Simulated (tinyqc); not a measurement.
Inside a calculation: buckled dimers of a reconstructed (001) surface, two dangling bonds a dimer. Values are carried at full precision from step to step, so a last printed digit may differ when a step is redone from the rounded ones.

In a dimer one atom moves up by z and the other down by z; the dangling bond of the up atom (more s-like) falls by gm z and that of the down atom rises by gm z. With all dimers tilted alike: H(k) = [[-gm z - 2 ta cos k, -tp - 2 tx cos k], [., gm z - 2 ta cos k]], k along the row in 1/a. Two electrons a dimer fill the lowest N of the 2N levels on the mesh k_j = (j + 1/2) pi/N. Total energy a dimer: W(z) = (2/N) sum of the filled levels + kf z^2. Repulsion between electrons is left out.

Constants: kB = 8.617333262e-05 eV/K.

Inputs chosen for the exercise (of the size met on Ge(001); shifted at random, so the results belong to these values and not to a real crystal):
- tp = 0.29 eV (pi coupling inside a dimer)
- ta = 0.21 eV (coupling between like atoms along the row)
- tx = 0.08 eV (diagonal coupling along the row)
- gm = 2.13 eV/angstrom (shift of a dangling bond with height)
- z = 0.21 angstrom (a trial buckling)
- k = 0.1 pi/a (wave vector along the row)
- kf = 5.9 eV/angstrom^2 (force constant of buckling)
- N = 12 (k points)

## One k point at the trial buckling

Form H, its levels and the weight of the lower one on the up atom, (1 + gm z/sqrt((gm z)^2 + h^2))/2 with h the off-diagonal element; k is given in pi/a.

H (eV), rows up, down and columns alike:
```
[[-0.8467, -0.4422],
 [-0.4422, 0.0479]]
```

levels (eV): [-1.0284, 0.2295]

weight on the up atom = 0.8556

## The bands on the mesh

Both levels at each k_j for the trial z, and W(z).

Levels (eV):
```
j   k (pi/a)    lower   upper
0     0.0417  -1.0499  0.2171
1     0.1250  -1.0139  0.2379
2     0.2083  -0.9447  0.2783
3     0.2917  -0.8474  0.3361
4     0.3750  -0.7294  0.4080
5     0.4583  -0.5995  0.4899
6     0.5417  -0.4672  0.5768
7     0.6250  -0.3417  0.6631
8     0.7083  -0.2313  0.7427
9     0.7917  -0.1429  0.8093
10    0.8750  -0.0813  0.8574
11    0.9583  -0.0498  0.8826
```

band energy = -1.0832 eV
elastic energy = 0.2602 eV
W = -0.8230 eV

The lower band is full and the upper empty.

## An isolated dimer

For ta = tx = 0, W = -2 sqrt(tp^2 + (gm z)^2) + kf z^2. It buckles if gm^2/kf > tp; then sqrt(tp^2 + (gm z)^2) = gm^2/kf, the gap is twice that, and the gain is (gm^2/kf - tp)^2 kf/gm^2.

gm^2/kf = 0.7690 eV
buckling z = 0.3344 angstrom
gap = 1.5379 eV
gain = 0.2983 eV

The pi bond is too weak to resist: the dimer tilts and charge moves to the up atom.

## The row at its minimum

Minimise W over z from 0 to 1 angstrom. Gap: lowest upper level less highest lower level on 201 points from 0 to pi (negative: overlap). Charge moved to the up atom: the mean of gm z/sqrt((gm z)^2 + h^2) over the mesh, valid for a full lower band.

z = 0.3319 angstrom
gain over flat dimers = 0.2234 eV

gap (eV): flat -0.2600, at the minimum 0.7169

charge moved = 0.919 e

Buckling turns overlapping bands into a gap, as one-electron models find for Si(001). Per dimer, the gain is also the barrier for flipping the whole row together in this picture, 8.6 kT at 300 K.

## Checks

- Buckling of an isolated dimer from the formula against numerical minimisation: both 0.3344.

Program tinyqc; command `OMP_NUM_THREADS=1 python tinyqc.py 1451347 1451348 out.jsonl`; about 0.05 s on one thread of a shared Intel(R) Xeon(R) Processor @ 2.30GHz.
